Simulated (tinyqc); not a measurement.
Rayleigh-quotient iteration on a symmetric matrix, step by step. Computed by tinyqc, a small Python program that keeps every step. Settings: method = rayleigh, shift = 0.23. Command: `OMP_NUM_THREADS=1 python tinyqc.py 23144 23145 out.jsonl` (the two numbers bound the seeds that draw the settings). One thread of a shared host (Intel(R) Xeon(R) Processor @ 2.60GHz), about 0.01 s of CPU time with the checks.

## Step 1

A, lower triangle:
```
           1          2         3         4
1   0.955000
2  -0.430000   1.487000
3  -0.016000  -0.098000  1.732000
4   0.108000  -0.371000  0.186000  2.512000
```

vector v at the start: 0.500000  0.500000  0.500000  0.500000

shift = 0.230000

solve (A - shift) w = v; v' = w/|w| with its largest component positive (the first on a tie); lambda = v'^T A v'; the next shift is lambda.

vector after step 1: 0.758720  0.581319  0.234088  0.177804

Rayleigh quotient after step 1 = 0.782844

## Step 2

As before.

vector after step 2: 0.868494  0.492617  0.038721  0.039331

Rayleigh quotient after step 2 = 0.708490

## Step 3

As before.

vector after step 3: 0.860753  0.504078  0.053226  0.046650

Rayleigh quotient after step 3 = 0.708049

## Course of the iteration

Stop when the residual |A v - lambda v| is below 1e-9.

Steps:

| step | lambda | residual |
|---|---|---|
| 1 | 0.78284385 | 3.04e-01 |
| 2 | 0.70849039 | 2.13e-02 |
| 3 | 0.70804925 | 9.41e-06 |
| 4 | 0.70804925 | 9.08e-16 |

all eigenvalues, for comparison: 0.708049  1.576375  1.692232  2.709343

Converged in 4 steps.
